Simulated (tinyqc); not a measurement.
Inside a calculation: inversion layer as a triangular well, valleys of the Si type. Values are carried at full precision from step to step, so a last printed digit may differ when a step is redone from the rounded ones.

Six ellipsoidal valleys with their long axes along the cube axes, mass ml along the axis and mt across it. For a valley whose axis makes the angle theta with the surface normal, 1/m_z = cos^2(theta)/ml + sin^2(theta)/mt sets the confinement; in the plane the masses are m_1 = mt and m_2 = ml mt/m_z, and m_d = sqrt(m_1 m_2).

Constants: e^2/(4 pi eps0) = 14.39964547 eV angstrom; hbar^2/2m0 = 3.80998211 eV angstrom^2; kB = 8.617333262e-05 eV/K.

Inputs chosen for the exercise (near those of Si; not measured data): ml = 0.933 m0 (longitudinal mass); mt = 0.187 m0 (transverse mass); face = 100 (surface); eps = 11.9 (dielectric constant); Ns = 1.1 x 1e12/cm^2 (electron sheet density); Nd = 0.91 x 1e12/cm^2 (depletion charge); eta = 0.5 (share of Ns in the effective field); T = 300 K (temperature); tox = 18 angstrom (SiO2-equivalent oxide thickness).

## Valley masses on the (100) face

Group the valleys by their angle to the normal, heaviest m_z first.

Valleys (masses in m0):

| valleys g | cos^2(theta) | m_z | m_1 | m_2 | m_d |
|---|---|---|---|---|---|
| 2 | 1.0000 | 0.9330 | 0.1870 | 0.1870 | 0.1870 |
| 4 | 0.0000 | 0.1870 | 0.1870 | 0.9330 | 0.4177 |

The 2 valleys with the heaviest m_z will give the lowest ladder of subbands.

## Effective field

The field is taken as constant, e F = 4 pi (e^2/4 pi eps0)(Nd + eta Ns)/eps, with 1e12/cm^2 = 1e-4/angstrom^2, and the oxide as a hard wall at z = 0; c = hbar^2/2m0.

Find e F, and F in MV/cm (1 MV/cm = 0.01 V/angstrom).

e F = 0.00222007 eV/angstrom
F = 0.2220 MV/cm

## Subband ladders

Level j of a valley lies at E_j = a_j (c (e F)^2/m_z)^(1/3) above the band edge at the surface, with the Airy zeros a_j = 2.338107, 4.087949, 5.520560, 6.786708, 7.944134, 9.022651, 10.040174, 11.008524, 11.936016, 12.828777, and has <z> = 2 E_j/(3 e F).

The ten lowest levels of all groups of valleys together, j = 0, 1, ..., c = hbar^2/2m0; primes mark the groups with lighter m_z.

Subbands:

| label | valleys g | m_d (m0) | E (eV) | <z> (angstrom) |
|---|---|---|---|---|
| 0 | 2 | 0.1870 | 0.0636 | 19.10 |
| 0' | 4 | 0.4177 | 0.1087 | 32.63 |
| 1 | 2 | 0.1870 | 0.1112 | 33.39 |
| 2 | 2 | 0.1870 | 0.1502 | 45.09 |
| 3 | 2 | 0.1870 | 0.1846 | 55.44 |
| 1' | 4 | 0.4177 | 0.1900 | 57.06 |
| 4 | 2 | 0.1870 | 0.2161 | 64.89 |
| 5 | 2 | 0.1870 | 0.2454 | 73.70 |
| 2' | 4 | 0.4177 | 0.2566 | 77.05 |
| 6 | 2 | 0.1870 | 0.2731 | 82.01 |

The second subband is 0', 45.1 meV above the first.

## Fermi level and populations

Subband i holds n_i = g m_d/(2 pi c) kB T ln(1 + exp((EF - E_i)/kB T)) (spin included), and EF is fixed by sum n_i = Ns over the levels listed or, where none are listed, over j = 0 to 9 of each group; 1e12/cm^2 = 1e-4/angstrom^2.

Solve for EF; c = hbar^2/2m0. The mean distance is sum n_i <z>_i/Ns.

EF = 0.0127 eV

Populations:

| label | (EF - E)/kB T | n (1e12/cm^2) | share (%) |
|---|---|---|---|
| 0 | -1.97 | 0.528 | 48.0 |
| 0' | -3.71 | 0.436 | 39.6 |
| 1 | -3.81 | 0.089 | 8.0 |
| 2 | -5.32 | 0.020 | 1.8 |
| 3 | -6.65 | 0.005 | 0.5 |
| 1' | -6.86 | 0.019 | 1.7 |
| 4 | -7.87 | 0.002 | 0.1 |
| 5 | -9.00 | 0.000 | 0.0 |
| 2' | -9.43 | 0.001 | 0.1 |
| 6 | -10.07 | 0.000 | 0.0 |

mean distance from the surface = 27.08 angstrom

The lowest subband holds 48.0 % of the electrons and is partly degenerate (EF within a few kB T of its edge).

## Effect on the gate capacitance

The charge sits at the mean distance <z> from the surface, which adds (3.9/eps) <z> to the oxide thickness; C/Cox = tox/(tox + 3.9 <z>/eps). The density-of-states term is left out.

added thickness = 8.87 angstrom
C/Cox = 0.670

## Checks

- Lowest level by finite differences against the Airy formula, eV: both 0.0636.

tinyqc: `OMP_NUM_THREADS=1 python tinyqc.py 1281116 1281117 out.jsonl`; about 0.05 s, one thread, shared Intel(R) Xeon(R) Processor @ 2.30GHz.
